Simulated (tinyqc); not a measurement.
Thin-film resistivity, exact integral against the thick limit.

Fuchs-Sondheimer for a film of thickness d, k = d/lam: rho0/rho = 1 - (3 (1 - ps)/(2 k)) int_1^infinity (t^-3 - t^-5)(1 - exp(-k t))/(1 - ps exp(-k t)) dt; thick limit rho/rho0 = 1 + 3 (1 - ps)/(8 k).

Values chosen for this exercise; metal values close to those of aluminium:

| symbol | value | unit | meaning |
|---|---|---|---|
| rho0 | 2.59 | uohm cm | bulk resistivity |
| lam | 18.6 | nm | bulk mean free path |
| ps | 0 |  | specular share of surface scattering |

Result of one run:
```
d (nm),k,"rho/rho0, exact",thick limit,error of the limit (%),rho (uohm cm)
3.5,0.1882,3.210,2.993,-6.75,8.313
```

What becomes of these results when the film thickness d is changed from 3.5 to 6.8 nm, all else the same?

Result of the changed run:
```
d (nm),k,"rho/rho0, exact",thick limit,error of the limit (%),rho (uohm cm)
6.8,0.3656,2.226,2.026,-8.98,5.764
```

The whole series:
```
d (nm),k,"rho/rho0, exact",thick limit,error of the limit (%),rho (uohm cm)
0.93,0.05000,7.728,8.500,9.99,20.01
1.8,0.09677,4.887,4.875,-0.245,12.66
3.5,0.1882,3.210,2.993,-6.75,8.313
6.8,0.3656,2.226,2.026,-8.98,5.764
13,0.6989,1.663,1.537,-7.61,4.307
26,1.398,1.325,1.268,-4.31,3.433
49,2.634,1.163,1.142,-1.79,3.013
96,5.161,1.078,1.073,-0.524,2.793
190,10.22,1.038,1.037,-0.135,2.689
```

rho/rho0 falls from 7.73 to 1.04. The error of the thick limit goes from 10 through a minimum of -9.0 (at d = 6.8 nm among the rows listed) to -0.13 %; it stays within 5 % for k of 1.398 and above among the rows listed. The change of sign at small k is a crossing of two different laws, not agreement.

Numbers from tinyqc (`OMP_NUM_THREADS=1 python tinyqc.py 2100106 2100107 out.jsonl`; about 0.01 s on one thread of a shared Intel Xeon 2.30GHz).
